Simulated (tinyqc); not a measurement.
Biaxially strained (001) channel, valley splitting in an inversion layer: two steps of the calculation.

A thin layer grown on a relaxed buffer is stretched in the plane. The two valleys with their long axis along the growth direction (D2) sink against the four in-plane ones (D4); confinement in a triangular well splits them too. Only the lowest subband of each set is kept; one relaxation time, so the weakening of intervalley scattering is left out.

Inputs (values chosen for the exercise); values close to those of silicon on relaxed silicon-germanium: temperature T = 300 K; germanium share of the relaxed buffer x = 0.17; lattice mismatch per unit x b1 = 0.0418; elastic constant c11 = 167 GPa; elastic constant c12 = 62.1 GPa; shear deformation potential Xu = 8.84 eV; longitudinal mass ml = 0.934 m0; transverse mass mt = 0.194 m0; confining field F = 0.58 MV/cm; inversion density Ns = 3.8e12 cm^-2.

Constants: q = 1.602176634e-19 C, kB = 1.380649e-23 J/K, hbar = 1.054571817e-34 J s, m0 = 9.1093837015e-31 kg, Vt = kB T/q, hbar^2/(2 m0) = 0.0380998212 eV nm^2. Results are converted to the units shown.

Task 1. Subband edges and densities of states. Levels E(m) = 2.33811 (hbar^2 q^2 F^2/(2 m))^(1/3): E2 = E(ml), E4 = E(mt) + D; N2 = 2 mt kB T/(pi hbar^2), N4 = 4 sqrt(mt ml) kB T/(pi hbar^2).

D = 109.53486 meV

Wanted: E2; E4; N2; N4.

Result 1.

E2 = 0.1206 eV
E4 = 0.3132 eV
N2 = 4.190e12 cm^-2
N4 = 1.839e13 cm^-2

Of the gap E4 - E2 = 193 meV, confinement gives 83.0 meV.

Task 2. Fermi level by Newton steps. f = N2 ln(1 + exp((EF - E2)/Vt)) + N4 ln(1 + exp((EF - E4)/Vt)) - Ns, f' = [N2/(1 + exp((E2 - EF)/Vt)) + N4/(1 + exp((E4 - EF)/Vt))]/Vt, EF(new) = EF - f/f'.

EF at the start = 0.121 eV
E2 = 0.12059861 eV
E4 = 0.31317217 eV
N2 = 4.1900872e12 cm^-2
N4 = 1.8387625e13 cm^-2

Find: f; f'; EF after iteration 1.

Result 2.

f = -8.521e11 cm^-2
f' = 8.209e13 cm^-2/eV
EF after iteration 1 = 0.1314 eV

Computed by the program tinyqc: `OMP_NUM_THREADS=1 python tinyqc.py 2530092 2530093 out.jsonl`, one thread of a shared Intel Xeon 2.30GHz, about 0.01 s for the whole run.
